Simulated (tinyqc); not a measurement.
# Changing the time step dt

Model: molecular dynamics of a small cluster by velocity Verlet steps. Computed by tinyqc, a small Python program. Command: `OMP_NUM_THREADS=1 python tinyqc.py 3018035 3018036 out.jsonl verlet sweep`. One thread of a shared host (Intel(R) Xeon(R) Processor @ 2.30GHz), about 0.09 s of CPU time with the checks.

E = sum_(i<j) phi(r_ij), phi(r) = eps [exp(-2 alpha (r - r0)) - 2 exp(-alpha (r - r0))]; the force on i is -sum_j phi'(r_ij) (R_i - R_j)/r_ij.

Inputs (values chosen for the exercise, for model atoms):

| quantity | value | unit |
|---|---|---|
| length r0 | 2.38 | angstrom |
| well depth eps | 0.59 | eV |
| stiffness alpha | 2.49 | 1/angstrom |
| atomic mass M | 109 | u |
| steps | 100 | - |

Potential: Morse. Thermostat: none.

starting positions (angstrom):
```
            x     y      z
atom 1  -0.01  0.02   0.01
atom 2   2.39  0.02  -0.02
atom 3   1.22  2.02      0
atom 4   1.18   0.7   1.93
```

starting velocities (angstrom/fs):
```
               x         y         z
atom 1   0.00027  -0.00041  -0.00035
atom 2   0.00194  -0.00017  -0.00154
atom 3   0.00056   0.00034   0.00132
atom 4  -0.00277   0.00024   0.00057
```

Constants: 1 eV/(angstrom u) = 9.648533212e-03 angstrom/fs^2; k_B = 8.617333262e-05 eV/K.

Method:
- Relax the cluster, diagonalise the Hessian (central differences): omega_max = sqrt(c lambda_max/M). Verlet steps are stable for omega_max dt < 2.
- Velocity Verlet: a = c F/M with c = 9.648533212e-3 angstrom/fs^2 per eV/(angstrom u); R(new) = R + v dt + a dt^2/2; v(new) = v + (a + a(new)) dt/2. Kinetic energy K = M v^2/(2c); temperature T = 2K/((3N - 3) k_B), rotation of the cluster included.
- Spread = largest minus smallest value. The test of the step is the spread (largest minus smallest) of the total energy over the run without thermostat, against the spread of K; the step passes below 5 %. The mean T is over the second half.

One run for each value:

| time step dt (fs) | spread of the total energy (eV) | spread of the total over spread of K | omega_max dt |
|---|---|---|---|
| 0.85 | 0.000012 | 0.00021 | 0.0433 |
| 1.30 | 0.000028 | 0.00048 | 0.0662 |
| 1.90 | 0.000068 | 0.00105 | 0.0967 |
| 2.90 | 0.000158 | 0.00218 | 0.1476 |
| 4.50 | 0.000381 | 0.00507 | 0.2290 |
| 6.70 | 0.000874 | 0.01092 | 0.3410 |
| 10.00 | 0.002029 | 0.02555 | 0.5090 |

Over the rows, spread of the total energy (eV) rises from 1.17e-5 to 0.00203 (exponent d ln y / d ln x between 2.0 and 2.3); spread of the total over spread of K rises from 2.10e-4 to 0.0255 (exponent d ln y / d ln x 1.9 between the first rows and 2.1 between the last). The number of steps is fixed, so a longer step also covers a longer run; for runs of many periods the error scales as dt^2.

Extremes, crossings and ranges named in words are read from the listed rows.
